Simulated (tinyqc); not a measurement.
Reverse leakage of an n+-p junction: diffusion, generation, trap-assisted and band-to-band tunnelling: leakage components against the reverse bias.

One-sided abrupt junction in the depletion approximation, x from the junction (0) to W on the p side, field F = F0 (1 - x/W). Flat quasi-Fermi levels, long p side. Traps generate through SRH with both lifetimes shortened by 1 + Gamma (Hurkx enhancement, form for moderate fields); band-to-band generation is local and needs a total bending above Eg.

ni = sqrt(Nc Nv) exp(-Eg/(2 Vt)), Eg in volts; Vbi = Vt ln(Na Nd/ni^2); W = sqrt(2 eps0 eps_r (Vbi + VR)/(q Na)); F0 = 2 (Vbi + VR)/W; FG = sqrt(24 mt m0 (kB T)^3)/(q hbar); J_diff = q ni^2 sqrt(Dn/tau)(1 - exp(-VR/Vt))/Na. u = (Vbi + VR)(1 - x/W)^2, p = Na exp(-u/Vt), n = Nd exp((u - Vbi - VR)/Vt); G0 = ni^2 (1 - exp(-VR/Vt))/(tau (n + p + 2 ni cosh(Et/Vt))); Gamma = 2 sqrt(3 pi)(F/FG) exp((F/FG)^2); trap-assisted part G0 Gamma; G_bb = Ab F^2.5 exp(-Bb/F) with F in V/cm, zero unless Vbi + VR > Eg, and counted as zero under 1 cm^-3 s^-1. Currents are q times the integrals over 0 to W; J_bb under 1e-8 of J is printed as 0; rows with F0/FG above 2.2, beyond the range of this Gamma, are left out.

Values chosen for this exercise; band and dielectric values close to those of silicon: temperature T = 358 K; band gap Eg = 1.12 eV; relative permittivity eps_r = 11.9; conduction-band density of states at T Nc = 3.69e19 cm^-3; valence-band density of states at T Nv = 3.44e19 cm^-3; acceptor density of the lighter side Na = 2.6e17 cm^-3; donor density of the heavier side Nd = 5e19 cm^-3; SRH lifetime of both carriers at zero field tau = 6e-7 s; trap level above the intrinsic level Et = -0.04 eV; tunnelling mass mt = 0.27 m0; electron diffusion coefficient on the lighter side Dn = 4.6 cm^2/s; band-to-band prefactor Ab = 4.6e14 cm^-0.5 V^-2.5 s^-1; band-to-band field constant Bb = 1.87e7 V/cm.

Constants: q = 1.602176634e-19 C, kB = 1.380649e-23 J/K, hbar = 1.054571817e-34 J s, m0 = 9.1093837015e-31 kg, Vt = kB T/q, eps0 = 8.8541878128e-14 F/cm where lengths are in cm. Results are converted to the units shown.

Leakage components against the reverse bias:

| VR (V) | F0 (kV/cm) | F0/FG | J_diff (A/cm^2) | J_SRH (A/cm^2) | J_TAT (A/cm^2) | J_bb (A/cm^2) | J (A/cm^2) | largest part |
|---|---|---|---|---|---|---|---|---|
| 0.2 | 305 | 0.611 | 3.70e-10 | 4.56e-8 | 1.30e-7 | 0 | 1.76e-7 | trap-assisted tunnelling |
| 0.5 | 342 | 0.684 | 3.70e-10 | 8.36e-8 | 2.80e-7 | 0 | 3.64e-7 | trap-assisted tunnelling |
| 0.8 | 375 | 0.751 | 3.70e-10 | 1.16e-7 | 4.46e-7 | 0 | 5.62e-7 | trap-assisted tunnelling |
| 1.1 | 405 | 0.811 | 3.70e-10 | 1.45e-7 | 6.28e-7 | 0 | 7.73e-7 | trap-assisted tunnelling |
| 1.4 | 434 | 0.868 | 3.70e-10 | 1.70e-7 | 8.28e-7 | 0 | 9.99e-7 | trap-assisted tunnelling |
| 1.7 | 460 | 0.921 | 3.70e-10 | 1.94e-7 | 1.05e-6 | 0 | 1.24e-6 | trap-assisted tunnelling |
| 2 | 485 | 0.971 | 3.70e-10 | 2.17e-7 | 1.29e-6 | 6.38e-14 | 1.51e-6 | trap-assisted tunnelling |
| 2.3 | 509 | 1.02 | 3.70e-10 | 2.38e-7 | 1.56e-6 | 4.79e-13 | 1.79e-6 | trap-assisted tunnelling |
| 2.6 | 532 | 1.06 | 3.70e-10 | 2.57e-7 | 1.85e-6 | 2.80e-12 | 2.11e-6 | trap-assisted tunnelling |

J rises from 1.76e-7 to 2.11e-6 A/cm^2. Trap-assisted tunnelling leads at VR = 0.2 and in all other rows. The ratio J_TAT/J_SRH goes from 2.85 to 7.18 as F0/FG goes from 0.611 to 1.06.

Range of the model: The n+ side is degenerate, so Vbi from Boltzmann statistics is only a guide.

Program tinyqc, `OMP_NUM_THREADS=1 python tinyqc.py 2290158 2290159 out.jsonl`; Intel Xeon 2.30GHz, shared host, one thread, about 0.01 s.
